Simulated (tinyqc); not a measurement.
From results to parameters: Morse oscillator. Computed by the program tinyqc.

Problem. A Morse oscillator has levels we (n + 1/2) - wexe (n + 1/2)^2 with wexe = we^2/(4 De) and we = a sqrt(2 De/m) in atomic units (1 hartree = 219474.63 cm^-1 = 27.211386 eV, 1 u = 1822.888 electron masses). Find we, wexe, De and a.

spacings 0-1 and 1-2 (cm^-1): 861.849790  838.022467
reduced mass = 8.149977 u

Solution. The spacings are we - 2 wexe and we - 4 wexe, so their difference is 2 wexe; De = we^2/(4 wexe) and a = sqrt(2 m wexe).

we, wexe (cm^-1): 885.6771  11.9137
De = 2.041 eV
a = 1.2700 1/bohr
